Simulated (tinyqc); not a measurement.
p-i-n power rectifier, conductivity modulation at high injection: two steps of the calculation.

A drift layer from x = -d to d (2 d = W) between ideal p+ and n+ emitters (no recombination in them). High injection, n = p, ambipolar diffusion with one lifetime; both mobilities scale as (T/300 K)^(-bt).

Parameters, values chosen for the exercise; bulk values close to those of 4H silicon carbide:

| symbol | value | unit | meaning |
|---|---|---|---|
| T | 450 | K | temperature |
| mud | 804 | cm^2/(V s) | drift mobility at 300 K |
| bt | 2.1 |  | temperature exponent of the drift mobility |
| mup | 111 | cm^2/(V s) | hole mobility at 300 K |
| Eg | 3.18 | eV | band gap |
| Nc | 3.12e19 | cm^-3 | conduction-band density of states at T |
| Nv | 4.59e19 | cm^-3 | valence-band density of states at T |
| J | 50 | A/cm^2 | forward current density |
| tau | 5.1e-7 | s | high-level lifetime |

Constants: q = 1.602176634e-19 C, kB = 1.380649e-23 J/K, Vt = kB T/q. Results are converted to the units shown.

Question 1. Carrier profile. Da = 2 mun mup Vt/(mun + mup), La = sqrt(Da tau), B = (mun - mup)/(mun + mup) with mun = mud (T/300 K)^(-bt), mup likewise; n(x) = (tau J/(2 q La)) [cosh(x/La)/sinh(d/La) - B sinh(x/La)/cosh(d/La)]. 10 equal steps.

drift thickness W = 15.618268 um

Give: Da; La; B; x; n.

Answer 1.

Da = 3.228 cm^2/s
La = 12.83 um
B = 0.7574

```
point  x (um)  n (cm^-3)
0      -7.809   1.397e17
1      -6.247   1.274e17
2      -4.685   1.171e17
3      -3.124   1.084e17
4      -1.562   1.014e17
5       0.000   9.588e16
6       1.562   9.177e16
7       3.124   8.904e16
8       4.685   8.762e16
9       6.247   8.750e16
10      7.809   8.867e16
```

d/La = 0.609.

Question 2. Forward voltage and stored charge. Ohmic drop: integral of J/(q (mun + mup) n); diffusion (Dember) drop Vt B ln(n(-d)/n(d)); both junctions together Vt ln(n(-d) n(d)/ni^2), ni = sqrt(Nc Nv) exp(-Eg/(2 Vt)), Eg in volts; V_F = the sum; stored charge q times the integral of n. Trapezoid rule; mun and mup scale as (T/300 K)^(-bt).

```
point      x (um)     n (cm^-3)
0      -7.8091342  1.3969865e17
1      -6.2473074  1.2743582e17
2      -4.6854805  1.1706333e17
3      -3.1236537  1.0842733e17
4      -1.5618268  1.0139971e17
5       0.0000000  9.5876226e16
6       1.5618268  9.1774941e16
7       3.1236537  8.9035020e16
8       4.6854805  8.7615819e16
9       6.2473074  8.7496287e16
10      7.8091342  8.8674649e16
```

B = 0.75737705

Wanted: ohmic drop; diffusion drop; junction drops; V_F; stored charge.

Answer 2.

ohmic drop = 0.01249 V
diffusion drop = 0.01335 V
junction drops = 2.728 V
V_F = 2.754 V
stored charge = 25.53 uC/cm^2

tinyqc, about 0.01 s, one thread, Intel Xeon 2.30GHz (shared host): `OMP_NUM_THREADS=1 python tinyqc.py 2230102 2230103 out.jsonl`
